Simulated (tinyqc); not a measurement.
Thermoelectric coefficients with electrons and holes, Landauer integrals: one step of the calculation.

Bulk parabolic band, x = (E - Ec)/kB T, C = hbar^2/(2 m0), kB T in eV. Modes per area gv m kB T x/(4 pi C) times the back-scattering length l0 x^rr give the transport function s0 X(x), s0 = (2 q^2/h) gv m kB T l0/(4 pi C), X = x^(1 + rr). Holes have the same form with the prefactor bb s0 and the reduced level -eta - xg in place of eta. I_k = int X (x - eta)^k w dx, w = 1/(4 cosh^2((x - eta)/2)).

Problem. Both bands together. sigma = s0 I_0, S = -(kB/q) I_1/I_0, Lorenz number L = (kB/q)^2 [I_2/I_0 - (I_1/I_0)^2], kappa_e = L sigma T. With both bands: sigma = sigma_n + sigma_p, S = (sigma_n S_n + sigma_p S_p)/sigma with S_p = +(kB/q) I_1/I_0 of the holes, and kappa_e is the sum of L sigma T of both bands and the bipolar term sigma_n sigma_p (S_p - S_n)^2 T/sigma. Power factor S^2 sigma, ZT = S^2 sigma T/(kappa_e + kL).

Parameters, values chosen for the exercise: temperature T = 400 K; mass of one valley m = 0.43 m0; valleys gv = 4; back-scattering length at x = 1 l0 = 2 nm; lattice thermal conductivity kL = 4.3 W/(m K); reduced Fermi level (EF - Ec)/kB T eta = 0.2; gap over kB T xg = 4.6; ratio of the hole prefactor to the electron prefactor bb = 1.8.

Constants: q = 1.602176634e-19 C, kB = 1.380649e-23 J/K, hbar = 1.054571817e-34 J s, h = 6.62607015e-34 J s, m0 = 9.1093837015e-31 kg, Vt = kB T/q, hbar^2/(2 m0) = 0.0380998212 eV nm^2. Results are converted to the units shown.

sigma = 153.15520 S/cm
S = -192.53162 uV/K
kappa_e = 0.099980945 W/(m K)
converged I_0, I_1, I_2 of the holes: 0.0081960673  0.055766876  0.39585243

Give: sigma_p; S_p; S; bipolar kappa; ZT.

Solution.

sigma_p = 2.831 S/cm
S_p = 586.3 uV/K
S = -178.4 uV/K
bipolar kappa = 0.06745 W/(m K)
ZT = 0.04443

Holes carry 1.81 % of the conductivity and change S from -193 to -178 uV/K. Electrons alone would give ZT = 0.0516.

Range of the model: Parabolic bands, elastic scattering and a fixed kL make these model figures, not those of a material.

tinyqc, about 0.04 s, one thread, Intel Xeon 2.30GHz (shared host): `OMP_NUM_THREADS=1 python tinyqc.py 2800104 2800105 out.jsonl`
